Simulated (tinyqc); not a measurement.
## Random telegraph noise from one oxide trap in a small MOSFET: effect of the capture barrier

An acceptor-like trap exchanges electrons with the channel. Inversion charge Q = Cox u, u = n Vt W0(exp((Vg - VT)/(n Vt))), W0 the Lambert function, n = nf, Cox = eps0 eox/tox; linear regime Id = (W/L) mu Q Vd. Relative to threshold the surface potential rises by Vt ln(u/u0) and the oxide voltage by the rest of Vg - VT, with u0 = n Vt W0(1).

N = Cox u/q; dpsi = Vt ln(u/u0); E = E0 - dpsi - (xt/tox)(Vg - VT - dpsi); capture time tc = 1/[(N/zi) vth s0 exp(-xt/lt - EB/Vt)]; emission time te = tc exp(-E/Vt); occupancy te/(tc + te). A = W L; threshold step dV = q (1 - xt/tox)/(Cox A); gm/Id = 1/(u + n Vt); relative step dI/I = (gm/Id) dV + asc mu/A. fc = (1/tc + 1/te)/(2 pi); rms = (dI/I) sqrt(tc te)/(tc + te).

Inputs (values chosen for the exercise); values of the order met in silicon transistors: temperature T = 300 K; relative permittivity of the gate insulator (close to silicon dioxide) eox = 3.9; insulator thickness tox = 2.4 nm; depth of the trap from the channel interface xt = 0.42 nm; trap level above the channel Fermi level at threshold E0 = 0 eV; capture prefactor s0 = 9e-16 cm^2; tunnelling decay length lt = 0.18 nm; thermal velocity vth = 2.3e7 cm/s; thickness of the inversion layer zi = 2 nm; threshold voltage VT = 0.24 V; body factor nf = 1.38; gate width W = 160 nm; gate length L = 21 nm; mobility mu = 140 cm^2/(V s); scattering coefficient of the charged trap asc = 3.8e-16 V s; drain voltage Vd = 0.02 V; gate voltage Vg = 0.28 V.

Constants: q = 1.602176634e-19 C, kB = 1.380649e-23 J/K, Vt = kB T/q, eps0 = 8.8541878128e-14 F/cm where lengths are in cm. Results are converted to the units shown.

The same in every row: E (eV) = -0.02037; occupancy = 0.6874; dI/I (%) = 3.876; rms dI/I (%) = 1.797.

Effect of the capture barrier:

| EB (eV) | tc (s) | te (s) | fc (Hz) |
|---|---|---|---|
| 0.1 | 1.402e-8 | 3.083e-8 | 1.651e7 |
| 0.2 | 6.709e-7 | 1.475e-6 | 3.451e5 |
| 0.3 | 3.211e-5 | 7.060e-5 | 7211 |
| 0.4 | 0.001536 | 0.003378 | 150.7 |
| 0.5 | 0.07353 | 0.1617 | 3.149 |
| 0.6 | 3.519 | 7.737 | 0.06580 |
| 0.7 | 168.4 | 370.2 | 0.001375 |

As EB goes from 0.1 to 0.7, tc rises from 1.40e-8 to 168 s, te rises from 3.08e-8 to 370 s and dI/I stays at 3.88 %. The barrier scales both times alike and leaves the occupancy unchanged.

Range of the model: VT is taken as given; short-channel effects and the uneven flow of current among few electrons are left out.

Computed by the program tinyqc: `OMP_NUM_THREADS=1 python tinyqc.py 2710151 2710152 out.jsonl`, one thread of a shared Intel Xeon 2.30GHz, about 0.01 s for the whole run.
